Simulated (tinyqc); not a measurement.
Six-transistor SRAM cell, nodal equations and margins: effect of the gain factor of the access transistor.

Two cross-coupled inverters (pull-down bn, pull-up bp) hold the nodes Q and QB; access transistors (ba, threshold VTn, gate on the word line at Vdd when selected) join them to the bit lines. Transistor (EKV form, voltages against the body): I = 2 n b Vt^2 [F(vp - Vs) - F(vp - Vd)] from drain to source, F(v) = ln^2(1 + exp(v/(2 Vt))), vp = (Vg - VT + sg |Vd - Vs|)/n. n-channel bodies are at 0; for the p-channel device all voltages are counted down from Vdd. b in uA/V^2 gives I in uA. For an access transistor the bit line is the drain and the node the source. In a read both bit lines are at Vdd. The cell is symmetric (no mismatch).

f(x) is the node voltage of one half-cell for input x: In = Ip in hold, In = Ip + Ia in a read. Static noise margin: side of the largest square between the curve (x, f(x)) and its mirror image (f(y), y); with h(c) the root x of f(x) - x = c, it is the maximum over c > 0 of h(c) - h(-c) + c. Q is the low node in a read and Iread the current of its access transistor. The write trip is the voltage to which the bit line of the high node must fall (the other staying at Vdd) for that state to vanish; higher is easier, and a negative value means that a grounded bit line does not write.

Parameters, values chosen for the exercise:
```
symbol,value,unit,meaning
T,300,K,temperature
Vdd,0.75,V,supply voltage
n,1.44,,slope factor
sg,0.079,,drain-induced barrier lowering
VTn,0.26,V,n-channel threshold
VTp,0.38,V,p-channel threshold (magnitude)
bn,180,uA/V^2,gain factor of the pull-down transistor
bp,81,uA/V^2,gain factor of the pull-up transistor
```

Constants: q = 1.602176634e-19 C, kB = 1.380649e-23 J/K, Vt = kB T/q. Results are converted to the units shown.

The same in every row: hold margin (mV) = 255.8.

Effect of the gain factor of the access transistor:
```
ba (uA/V^2)  read margin (mV)  Q in a read (mV)  Iread (uA)  write trip (mV)
45                      171.4             43.88       3.641            78.35
63                      155.0             57.43       4.673            135.2
87                      138.1             73.05       5.809            181.3
120                     120.5             91.07       7.046            220.4
170                     100.9             113.0       8.438            256.7
230                     83.85             133.5       9.626            284.4
```

As ba goes from 45 to 230 uA/V^2, the read margin falls from 171 to 83.9 mV, the write trip rises from 78.3 to 284 mV and Iread rises from 3.64 to 9.63 uA. The read margin is 0.67 of the hold margin in the first row and 0.33 in the last. Read stability and write ability pull in opposite directions. At ba = 230 uA/V^2 the read margin is under 100 mV, which threshold mismatch, left out here, can use up in a large array.

tinyqc, about 0.1 s, one thread, Intel Xeon 2.30GHz (shared host): `OMP_NUM_THREADS=1 python tinyqc.py 2340010 2340011 out.jsonl`
